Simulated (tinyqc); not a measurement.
Worked calculation: Raman line shape of confined optical phonons and breathing modes of small crystals. Computed by tinyqc, a small Python program that keeps every step. Command: `OMP_NUM_THREADS=1 python tinyqc.py 3019770 3019771 out.jsonl confine walk`. One thread of a shared host (Intel(R) Xeon(R) Processor @ 2.30GHz), about 0.02 s of CPU time with the checks. Intermediate numbers are printed to about 7 digits and carried at full precision; extremes and crossings named in words are read from the listed rows.

Confinement in 3 direction(s) lets phonons with q away from zero scatter light. q is in units of 2 pi/a, from 0 to 1, and the branch is isotropic: omega(q)^2 = (omega_0^2 + omega_X^2)/2 + ((omega_0^2 - omega_X^2)/2) cos(pi q). The model and its constant beta are phenomenological; beta = 8 is the common choice.

Inputs (values chosen for the exercise, modelled on silicon):

| quantity | value | unit |
|---|---|---|
| bulk frequency omega_0 | 520.7 | 1/cm |
| frequency at the zone boundary omega_X | 408 | 1/cm |
| natural width Gamma_0 | 3 | 1/cm |
| lattice constant a | 5.431 | angstrom |
| size L | 5.5 | nm |
| confinement constant beta | 4 | - |
| probe offset omega - omega_0 | 0.82 | 1/cm |
| longitudinal velocity | 9160 | m/s |
| transverse velocity | 5410 | m/s |

Shape: sphere.

Constants: c = 299792458 m/s.

## Range of wave vectors

Weight W(q) = q^2 exp(-(2 L q/a)^2/(2 beta)) dq, that is exp(-k^2 L^2/(2 beta pi^2)) for k = 2 pi q/a. Width q_c = a sqrt(2 beta)/(2 L), where the exponential falls to 1/e; curvature of the branch: omega(q) = omega_0 - c q^2, c = pi^2 (omega_0^2 - omega_X^2)/(8 omega_0); for small q_c the mean of q^2 is (number of confined directions) q_c^2/2, and the mean shift is -c times that.

q_c = 0.1396472 2 pi/a

curvature c = 247.9828 1/cm

mean shift, quadratic estimate = -7.253991 1/cm

omega(q_c) - omega_0 = -4.780873 1/cm

## Intensity at one frequency

I(omega) = int W(q) / [(omega - omega(q))^2 + (Gamma_0/2)^2] dq / int W dq x (Gamma_0/2)^2, by 400 Gauss-Legendre points on 0 < q < min(1, 2.5 a sqrt(2 beta)/L). Bulk Lorentzian 1/(1 + (2 offset/Gamma)^2); mean shift = weighted mean of omega(q) less the bulk frequency.

I at the probe offset = 0.1111148

bulk Lorentzian there = 0.7699151

mean shift, from the weights = -7.047217 1/cm

## Peak, width and asymmetry

The peak is the maximum of I; the width is taken between the half-maximum points, and the asymmetry is the low-side half-width over the high-side one.

peak shift = -3.4967 1/cm

full width = 10.912 1/cm

asymmetry = 2.1175

peak height (bulk = 1) = 0.34126

The peak moves 50 % as far as the mean: the tail on the low side carries the rest. A shift without broadening or asymmetry would point to stress, not size.

## Line shape against size

The formulas are those given above.

Line shape:

| L (nm) | peak shift (1/cm) | full width (1/cm) | asymmetry | mean shift, quadratic estimate (1/cm) |
|---|---|---|---|---|
| 3 | -9.8635 | 31.135 | 2.5368 | -24.38147 |
| 3.6 | -7.0706 | 22.279 | 2.4721 | -16.93158 |
| 4.4 | -5.0106 | 15.684 | 2.334 | -11.33436 |
| 5.5 | -3.4967 | 10.912 | 2.1175 | -7.253991 |
| 7 | -2.4214 | 7.6896 | 1.8463 | -4.478229 |
| 10 | -1.4344 | 5.0692 | 1.4684 | -2.194332 |
| 15 | -0.77859 | 3.7232 | 1.1752 | -0.9752588 |
| 25 | -0.32867 | 3.1422 | 1.0266 | -0.3510932 |

The peak shift falls with exponent -1.83 at the small end and -1.69 at the large end. For still larger L it tends to the mean shift, which goes as 1/L^2; the ratio is 0.40 in the first row and 0.94 in the last. The width exceeds Gamma_0 by over 10 % for L up to 15 nm. In a sphere the factor q^2 removes the weight at q = 0, so the peak itself moves strongly.

## Breathing mode of the free sphere

Lamb: with s = omega R/v_L, R = L/2, the lowest radial mode solves tan(s)/s = 1/(1 - s^2 v_L^2/(4 v_T^2)), s between pi/2 and pi; wavenumber = s v_L/(2 pi c R).

root s = 2.526293

breathing frequency = 1339.265 GHz

breathing wavenumber = 44.67308 1/cm

Checks made by the program: mean shift of a large crystal against the quadratic estimate (relative difference 2e-05).
